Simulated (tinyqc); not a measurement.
Metal gate on a two-layer dielectric stack with fixed charge and a dipole: one step of the calculation.

Gate, layer 2, layer 1, p-type semiconductor; x runs from the gate inwards. Charges are counted in units of +q. psi is the band bending at the surface, positive towards inversion. Classical charge, Boltzmann statistics, no interface traps.

Question. Fields and voltage drops. EOT = 3.9 (t1/e1 + t2/e2), Cox = eps0/(t1/e1 + t2/e2); phi_ms = pM - (chi + Eg - Vt ln(Nv/Na)).

Gauss: D = -Qs just inside the semiconductor; going towards the gate subtract q Q1, then q r1 t1, q Q2 and q r2 t2. Field = D/(eps0 e); the drop over a layer is its mean field times its thickness; Vg = phi_ms + Vd + psi + both drops.

Inputs (values chosen for the exercise); band and dielectric values close to those of silicon, layer 1 close to silicon dioxide, layer 2 close to hafnium oxide:
```
symbol,value,unit,meaning
T,300,K,temperature
Eg,1.13,eV,band gap
eps_r,11.9,,relative permittivity
Nv,2.65e19,cm^-3,valence-band density of states at T
chi,3.97,eV,electron affinity
Na,1.2e18,cm^-3,acceptor density
pM,4.18,eV,work function of the gate metal
t1,0.9,nm,"thickness of layer 1, next to the semiconductor"
e1,3.84,,relative permittivity of layer 1
t2,3,nm,"thickness of layer 2, next to the gate"
e2,22.8,,relative permittivity of layer 2
Q1,2.3e11,cm^-2,fixed charge at the semiconductor interface
Q2,2.7e12,cm^-2,fixed charge between the layers
r1,0,cm^-3,uniform charge density in layer 1
r2,0,cm^-3,uniform charge density in layer 2
Vd,-0.42,V,flat-band shift by a dipole layer between the layers
ps,-0.07,V,band bending psi of the working point
```

Constants: q = 1.602176634e-19 C, kB = 1.380649e-23 J/K, Vt = kB T/q, eps0 = 8.8541878128e-14 F/cm where lengths are in cm. Results are converted to the units shown.

Qs = 0.34383616 uC/cm^2

Wanted: D; field; drop over layer 2; drop over layer 1; Vg.

Answer.

```
place	D (uC/cm^2)	field (MV/cm)
layer 2, gate side	-0.81327	-0.4029
layer 2, inner side	-0.81327	-0.4029
layer 1, outer side	-0.38069	-1.1197
layer 1, semiconductor side	-0.38069	-1.1197
semiconductor surface	-0.34384	-0.3263
```

drop over layer 2 = -0.12086 V
drop over layer 1 = -0.10077 V
Vg = -1.5516 V

The same Vg follows from Vfb + psi - Qs/Cox. The largest field, 1.12 MV/cm in size, is at: layer 1, outer side.

Range of the model: At the working point ps the carrier density at the surface is 0.68 times the band density of states, where degeneracy and quantisation, left out here, matter.

Program tinyqc, `OMP_NUM_THREADS=1 python tinyqc.py 2010030 2010031 out.jsonl`; Intel Xeon 2.30GHz, shared host, one thread, about 0.01 s.
